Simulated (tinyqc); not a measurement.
Raising U: Hubbard chain of 6 sites, mean field against exact. Computed by the program tinyqc. Collinear unrestricted mean field (the lowest of 40 random starts) against exact diagonalisation.

one-body matrix (hopping and site energies) (eV):
```
,1,2,3,4,5,6
1,0.1300,-0.5400,0.0000,0.0000,0.0000,0.0000
2,-0.5400,0.2400,-0.5400,0.0000,0.0000,0.0000
3,0.0000,-0.5400,0.0400,-0.5400,0.0000,0.0000
4,0.0000,0.0000,-0.5400,-0.5400,-0.5400,0.0000
5,0.0000,0.0000,0.0000,-0.5400,-0.3300,-0.5400
6,0.0000,0.0000,0.0000,0.0000,-0.5400,0.5800
```

electrons, up and down: 3  3

Exact and mean-field results (eV):
```
U,U/t,E exact,E mean field,mean |n_up - n_down|,"double occupancy, exact",first gap in the sector
0.2700,0.5000,-3.634750,-3.620978,0.0000,0.2615,0.4609
0.5400,1.0000,-3.231461,-3.174075,0.0000,0.2364,0.4155
1.0800,2.0000,-2.546672,-2.308205,0.2302,0.1865,0.3448
1.6200,3.0000,-2.019637,-1.642189,0.5951,0.1399,0.2865
2.1600,4.0000,-1.630566,-1.223380,0.7733,0.1021,0.2374
3.2400,6.0000,-1.135538,-0.780045,0.9029,0.0564,0.1694
6.4800,12.0000,-0.540869,-0.330154,0.9765,0.0164,0.0876
10.8000,20.0000,-0.281413,-0.150040,0.9916,0.0061,0.0529
```

Estimate the missing row, U = 4.32.

Computed row:
```
U          U/t    E exact  E mean field  mean |n_up - n_down|  double occupancy, exact  first gap in the sector
4.3200  8.0000  -0.849308     -0.555311                0.9464                   0.0345                   0.1297
```

In absolute terms mean field is worst at U/t = 4.0, 0.407 eV too high: at small U it is nearly exact, and at large U it misses only exchange-scale energies. Its local moments set in at U/t = 2.0 of those listed, a broken symmetry that the exact state of a finite cluster with equal spins does not have. Relative to the exact energy its error is 0.4 % at the smallest U, 47 % at most and 47 % at the largest. The double occupancy falls from 0.262 to 0.006.
